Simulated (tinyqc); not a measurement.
Two regimes over temperature: microkinetic model of low-temperature epitaxy from hydride gases: adsorption, hydrogen desorption and rate control. Computed by tinyqc, a small Python program. Command: `OMP_NUM_THREADS=1 python tinyqc.py 3010376 3010377 out.jsonl hepi walk`. One thread of a shared host (Intel(R) Xeon(R) Processor @ 2.30GHz), about 0.01 s of CPU time with the checks.

Each hydride molecule needs two free sites and leaves four hydrogen atoms, of which two leave at once as H2; theta is the hydrogen coverage, the site density is 6.78 per nm^2 and one layer is 1.358 angstrom thick.

Inputs (values chosen for the exercise, close to those used for silane and germane on Si(001)):

| quantity | value | unit |
|---|---|---|
| silane pressure p_S | 0.63 | Pa |
| sticking prefactor of silane s0 | 0.04 | - |
| adsorption barrier E_s | 0.13 | eV |
| desorption prefactor nu_d | 1.7e+12 | 1/s |
| desorption energy on silicon E_d | 2.17 | eV |
| hydrogen carrier pressure p_H | 0 | Pa |
| sticking of hydrogen s_H | 2.9e-08 | - |
| germane pressure p_G | 0.12 | Pa |
| sticking ratio of germane to silane r_G | 3.5 | - |
| lowering of E_d per unit germanium fraction, dE | 0.39 | eV |

Film: silicon-germanium. Order of hydrogen desorption: first.

Constants: k_B = 8.617333262e-05 eV/K; u = 1.6605390666e-27 kg; k_B = 1.380649e-23 J/K.

Method:
- Flux per site F = p/(sqrt(2 pi M k_B T) x 6.78e18 per m^2), M = 32.12 u (silane), 76.63 u (germane), 2.016 u (hydrogen); s = s0 exp(-E_s/(k_B T)); k_S = s F_S, k_G = r_G s F_G; germanium fraction x = k_G/(k_S + k_G); k = k_S + k_G; k_H = s_H F_H; k_d = nu_d exp(-(E_d - dE x)/(k_B T)).
- With k the hydride and k_H the hydrogen adsorption rate on free pairs and k_d the desorption rate, steady state: 2 (k + k_H)(1 - theta)^2 = k_d theta; growth rate R = k (1 - theta)^2 layers/s; 1 layer/s = 8.148 nm/min.
- Temperatures in kelvin are T(C) + 273.15.
- Limits: desorption-limited R = k_d k/(2 (k + k_H)), adsorption-limited R = k.

Growth:

| T (C) | theta | G (nm/min) | desorption limit (nm/min) | adsorption limit (nm/min) |
|---|---|---|---|---|
| 400 | 0.99401 | 2.9627e-03 | 2.9806e-03 | 82.61 |
| 450 | 0.98095 | 3.3759e-02 | 3.4415e-02 | 93.07 |
| 500 | 0.94837 | 2.7463e-01 | 2.8958e-01 | 103.01 |
| 550 | 0.87872 | 1.6530e+00 | 1.8812e+00 | 112.39 |
| 600 | 0.75254 | 7.4222e+00 | 9.8630e+00 | 121.20 |
| 650 | 0.56549 | 2.4438e+01 | 4.3216e+01 | 129.44 |
| 700 | 0.35291 | 5.7412e+01 | 1.6268e+02 | 137.11 |
| 750 | 0.18019 | 9.6942e+01 | 5.3799e+02 | 144.24 |
| 800 | 0.08020 | 1.2763e+02 | 1.5915e+03 | 150.86 |
| 850 | 0.03425 | 1.4641e+02 | 4.2746e+03 | 156.98 |

The apparent activation energy of G is 2.04 eV between the first rows and 0.29 eV between the last; full hydrogen cover gives a value near the desorption energy (plus E_s where k_H far exceeds k), a bare surface one near E_s less k_B T/2 from the flux. The coverage passes one half between 650 and 700 C, the knee of the Arrhenius plot.

Extremes, crossings and ranges named in words are read from the listed rows.
